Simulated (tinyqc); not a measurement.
What moves the results: free and nearly free electrons in a metal. A value that a table varies takes the place of the one given here.

The cubic cell holds 2 atoms: n = 2 z/a^3, kF = (3 pi^2 n)^(1/3), EF = c kF^2/m, vF = 2 c kF/(m hbar), c = hbar^2/2m0; rs = (3/(4 pi n))^(1/3)/a0; D(EF) = 3 n/(2 EF).

Two plane waves k and k - G, G = (110) (2 pi/a): H = [[c k^2/m, V], [V, c (k - G)^2/m]] with c = hbar^2/2m0.

Square wire of width w with grain size w: rho/rho0 = 1/(1 - 3 al/2 + 3 al^2 - 3 al^3 ln(1 + 1/al)) + (3/4) (1 - p) l/w, with al = (l/w) Rg/(1 - Rg) (Mayadas-Shatzkes plus the thick-wire form of Fuchs-Sondheimer); l = hbar kF/(n e^2 rho), e = 1.602176634e-19 C.

Constants: hbar^2/2m0 = 3.80998211 eV angstrom^2; hbar = 6.58211957e-16 eV s; a0 (Bohr radius) = 0.5291772105 angstrom.

Values chosen for the exercise (near those of Na; not measured data): a = 4.261 angstrom (bcc lattice constant); z = 1 (free electrons an atom); m = 1.25 m0 (mass); rho = 4.95 micro-ohm cm (bulk resistivity); p = 0.2 (specularity of the surfaces); Rg = 0.18 (reflection at grain boundaries); w = 10 nm (wire width).

## When the Fermi surface touches the face

On the face the lower band is E = c (G^2/4 + q^2)/m - V, q along the face. EF is held at its free value. A neck opens where EF > c G^2/(4m) - V, with radius q; the second band fills where EF > c G^2/(4m) + V.

Necks:
```
V (eV)  lower band at the face centre (eV)  neck radius (1/angstrom)  radius/kF
0.2                                  3.114                         -          -
0.5                                  2.814                         -          -
0.8                                  2.514                    0.1098      0.120
1.1                                  2.214                    0.3324      0.363
1.4                                  1.914                    0.4571      0.500
1.8                                  1.514                    0.5832      0.638
2.2                                  1.114                    0.6866      0.751
2.6                                  0.714                    0.7763      0.849
```

EF = 2.550 eV
c G^2/(4m) = 3.314 eV

Contact needs V > 0.763 eV. It is first met at V = 0.8 eV of those listed, and the radius then grows as the square root of the excess, to 0.849 kF at 2.6 eV. EF is held at its free value here; a count of states lowers it as V grows, strongly for V of an eV or more, so the threshold is a lower bound, the radii are upper bounds, and some necks may vanish.

## Resistivity of narrow wires

Wires:
```
w (nm)     al  grain term (factor - 1)  surface term  rho (micro-ohm cm)
200     0.032                    0.048         0.088                5.62
100     0.064                    0.095         0.176                6.29
50      0.129                    0.187         0.352                7.62
30      0.215                    0.308         0.587                9.38
20      0.322                    0.457         0.881               11.57
14      0.460                    0.647         1.259               14.38
10      0.645                    0.897         1.762               18.11
7       0.921                    1.271         2.517               23.70
```

l = 29.37 nm

At 7 nm the resistivity is 4.79 times the bulk value; surfaces add more (1.27 from grains, 2.52 from surfaces). It passes twice the bulk value between 30 and 20 nm. The surface formula is meant for w above l = 29 nm, so the rows below that are rough.

## What sets the wire resistivity

All results formed anew. Each row changes one parameter from the base and keeps the others.

Results:
```
case                     EF (eV)  l (nm)  wire rho (micro-ohm cm)
base                       2.550   29.37                   18.114
a = 4.389 angstrom         2.404   31.16                   18.910
m = 1.5 m0                 2.125   29.37                   18.114
rho = 5.94 micro-ohm cm    2.550   24.47                   19.125
p = 0.5                    2.550   29.37                   14.844
Rg = 0.126                 2.550   29.37                   16.621
w = 7 nm                   2.550   29.37                   23.702
```

The largest shifts from the base row, up to three for each result and ties (the steps differ in size, so this ranks the rows, not the parameters). EF (eV): m -0.425, a -0.147; unchanged at the printed digits by rho, p, Rg and w. l (nm): rho -4.89, a +1.79; unchanged at the printed digits by m, p, Rg and w. wire rho (micro-ohm cm): w +5.588, p -3.271, Rg -1.493; unchanged at the printed digits by m. The mass drops out of l at given rho, because vF falls and tau rises by the same factor.

(tinyqc, `OMP_NUM_THREADS=1 python tinyqc.py 1652066 1652067 out.jsonl`, Intel(R) Xeon(R) Processor @ 2.30GHz, 1 thread, shared host, about 0.01 s.)
